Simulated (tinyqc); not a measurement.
## Ballistic Schottky-barrier transistor with a one-dimensional channel, WKB contacts: ambipolar transfer curve

Source Fermi level 0, drain Fermi level -Vd. Far from the contacts Ec = pn - psi, and the gate moves psi one to one; the band edges relax as exp(-x/lam) from pn at the source and pn - Vd at the drain; Ev = Ec - Eg. A carrier of energy w inside the channel band meets at a contact a barrier of height D (the contact edge beyond the channel edge): T = 1 for w >= D, else exp(-S), S = 4 lam sqrt(m/C) [sqrt(D - w) - sqrt(w) arctan sqrt((D - w)/w)], C = hbar^2/(2 m0). The two contacts combine as Ts Td/(Ts + Td - Ts Td).

I = g (2 q^2/h) int T(w) [f(Es + w) - f(Ed + w)] dw, f(y) = 1/(1 + exp(y/Vt)). Electrons: Ds = psi, Dd = psi - Vd, Es = Ec, Ed = Ec + Vd. Holes: Ds = -psi, Dd = Vd - psi, Es = -Ev, Ed = -Ev - Vd. The size of each current is taken; both flow from drain to source and add. The integrals are converged. Swing = d(psi)/d(log10 I).

Values chosen for this exercise; channel values close to those of a carbon nanotube:
- T = 350 K (temperature)
- Eg = 0.842 eV (band gap)
- pn = 0.39 eV (barrier for electrons at both contacts)
- mn = 0.061 m0 (electron mass)
- mp = 0.06 m0 (hole mass)
- g = 2 (valleys or subbands)
- lam = 4.4 nm (screening length at the contacts)
- Vd = 0.05 V (drain bias)

Constants: q = 1.602176634e-19 C, kB = 1.380649e-23 J/K, hbar = 1.054571817e-34 J s, h = 6.62607015e-34 J s, m0 = 9.1093837015e-31 kg, Vt = kB T/q, hbar^2/(2 m0) = 0.0380998212 eV nm^2. Results are converted to the units shown.

Result of one run:
```
electrons (uA)  holes (uA)    I (uA)  swing (mV/decade)
1.208e-8          5.783e-5  5.785e-5             -143.3
```

Which band shift psi of the channel by the gate ps gave this result: -0.2, 0.05, 0.38, 0.46 or 0.54 V?

ps = -0.2 V.

The whole series:
```
ps (V)  electrons (uA)  holes (uA)    I (uA)  swing (mV/decade)
-0.36        6.002e-11    9.365e-4  9.365e-4             -125.5
-0.28        8.517e-10    2.217e-4  2.217e-4             -131.7
-0.2          1.208e-8    5.783e-5  5.785e-5             -143.3
-0.12         1.715e-7    1.691e-5  1.709e-5             -161.5
-0.03         3.389e-6    4.568e-6  7.957e-6              412.8
0.05          2.250e-5    1.173e-6  2.367e-5              174.2
0.13          7.321e-5    8.268e-8  7.330e-5              161.0
0.21          2.375e-4    5.827e-9  2.375e-4              150.9
0.29          8.518e-4   4.107e-10  8.518e-4              138.3
0.38          0.003978   2.078e-11  0.003978              133.9
0.46           0.01451   1.464e-12   0.01451              157.0
0.54           0.04023   1.032e-13   0.04023              211.4
```

I goes from 9.36e-4 through a minimum of 7.96e-6 (at ps = -0.03 V among the rows listed) to 0.0402 uA; the exact minimum lies at psi = -0.0408 V. Holes carry the left branch and electrons the right. The ratio of the last row to the smallest is 5060 and of the first row 118, with barriers of 0.39 eV for electrons and 0.452 eV for holes. The steepest swing among the rows is 125 mV/decade, against the thermionic limit 69.4.

Range of the model: No scattering, image-force lowering, channel charge or band-to-band tunnelling; parabolic kappa overstates S deep in the gap.

Numbers from tinyqc (`OMP_NUM_THREADS=1 python tinyqc.py 2390002 2390003 out.jsonl`; about 0.04 s on one thread of a shared Intel Xeon 2.30GHz).
